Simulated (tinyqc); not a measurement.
Inside a calculation. Method: coherent transport through a tight-binding region between two chains. Computed by tinyqc, a small Python program that keeps every step. Settings: temperature = 300, mu = 0.08. Command: `OMP_NUM_THREADS=1 python tinyqc.py 22159 22160 out.jsonl` (the two numbers bound the seeds that draw the settings). One thread of a shared host (Intel(R) Xeon(R) Processor @ 2.60GHz), about 0.1 s of CPU time with the checks.

## Transmission at E = 0.11 eV

H of the central region (eV):
```
[[0.000000, -0.710000],
 [-0.710000, 0.000000]]
```

Leads: semi-infinite chains with site energy 0:
```
parameter                           value
lead hopping t (eV)              2.210000
coupling to the left lead (eV)   0.270000
coupling to the right lead (eV)  0.780000
left contact site                       1
right contact site                      2
```

E = 0.110000 eV

Surface Green function g = (E - i sqrt(4 t^2 - E^2)) / (2 t^2); self-energy tc^2 g on each contact site; G = (E - H - Sigma)^(-1); Gamma = -2 Im Sigma; T = Gamma_L Gamma_R |G_LR|^2; local density of states -Im G_ii / pi.

g = 0.011261-0.452349i 1/eV

G (1/eV):
```
[[-0.168223-0.559530i, 1.408331+0.093854i],
 [1.408331+0.093854i, -0.212205-0.079843i]]
```

local density of states (1/eV): [0.178104, 0.025415]

transmission = 0.072320

## Transmission across the band

The same steps on a grid of energies.

T(E):
```
E (eV)              T
-4.19900000  0.000007
-3.77910000  0.000030
-3.35920000  0.000077
-2.93930000  0.000179
-2.51940000  0.000419
-2.09950000  0.001073
-1.67960000  0.003340
-1.25970000  0.015796
-0.83980000  0.211370
-0.41990000  0.131523
0.00000000   0.069529
0.41990000   0.131523
0.83980000   0.211370
1.25970000   0.015796
1.67960000   0.003340
2.09950000   0.001073
2.51940000   0.000419
2.93930000   0.000179
3.35920000   0.000077
3.77910000   0.000030
4.19900000   0.000007
```

levels of the isolated region (eV): [-0.710000, 0.710000]

## Current

I = (2e/h) int T(E) [f(E - mu - V/2) - f(E - mu + V/2)] dE at 300 K with mu = 0.08 eV, the bias not changing H; 2e^2/h = 77.48092 microsiemens; the integral runs over the band on 4001 points.

Current:
```
V (volt)  I (microampere)
0.010000         0.055429
0.050000         0.277339
0.100000         0.555907
0.200000         1.121795
0.400000         2.328275
0.800000         5.528269
```
